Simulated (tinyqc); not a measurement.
From a target wavelength to the width: optical transitions of a finite quantum well. Two cases, with inputs chosen for the exercise.

Problem. Which width puts the e1-hh1 edge, hc/(Eg + e1 + hh1), at the wavelength below?

Each carrier sees a square well of width L with its own depth V and masses m (inside), mb (outside); c = hbar^2/2m0, k = sqrt(m E/c), kappa = sqrt(mb (V - E)/c), and level n solves k L + 2 atan[(k/m)/(kappa/mb)] = n pi. The envelope is cos(kz) for odd n and sin(kz) for even n inside, joins exp(-kappa (|z| - L/2)) outside, and is normalised to 1. Excitons and band mixing are left out.

Constants: hbar^2/2m0 = 3.80998211 eV angstrom^2; hc = 1239.841984 eV nm.

Case 1.

Values chosen (near those of an InGaAs well in InAlAs; not measured data): Eg = 0.797 eV (gap of the well); Vc = 0.526 eV (conduction offset); Vv = 0.205 eV (valence offset); me = 0.0411 m0 (electron, well); meb = 0.077 m0 (electron, barrier); mh = 0.379 m0 (heavy hole along z, well); mhb = 0.409 m0 (heavy hole, barrier).

edge wavelength = 1461.296 nm

Case 2.

Values chosen (near those of a GaAs well in AlGaAs; not measured data): Eg = 1.5 eV (gap of the well); Vc = 0.194 eV (conduction offset); Vv = 0.102 eV (valence offset); me = 0.0661 m0 (electron, well); meb = 0.0869 m0 (electron, barrier); mh = 0.36 m0 (heavy hole along z, well); mhb = 0.381 m0 (heavy hole, barrier).

edge wavelength = 815.321 nm

Find: e1 + hh1 needed; L; e1; hh1.

Solution. Both confinement energies fall steadily with L, so their sum meets the target once; bisection in L finds it.

Case 1.

e1 + hh1 needed = 51.5 meV
L = 107.0 angstrom
e1 = 44.7 meV
hh1 = 6.7 meV

Case 2.

e1 + hh1 needed = 20.7 meV
L = 144.0 angstrom
e1 = 16.8 meV
hh1 = 3.8 meV

Computed by tinyqc, one run a case: `OMP_NUM_THREADS=1 python tinyqc.py N N+1 out.jsonl` with N = 1250037, 1250121; one thread of a shared Intel(R) Xeon(R) Processor @ 2.30GHz, about 0.3 s a run at most.
